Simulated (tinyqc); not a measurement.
## Thickness from two neighbouring fringes

Problem. At normal incidence a transparent film with an index between those of air and substrate, taken as constant, has reflectance minima at 2 n1 d = (m + 1/2) lam (small phase shifts at the substrate neglected). Find d and the order m of the shorter wavelength.

Values chosen for this exercise:
```
symbol,value,unit,meaning
n1,1.473,,index of the transparent film
```

wavelengths of two neighbouring reflectance minima (nm): 490  547.64706

Solution. Neighbouring orders differ by one: 2 n1 d (1/lam1 - 1/lam2) = 1.

d = 1.58e3 nm
m = 9

Computed by the program tinyqc: `OMP_NUM_THREADS=1 python tinyqc.py 2870138 2870139 out.jsonl`, one thread of a shared Intel Xeon 2.30GHz, about 0.01 s for the whole run.
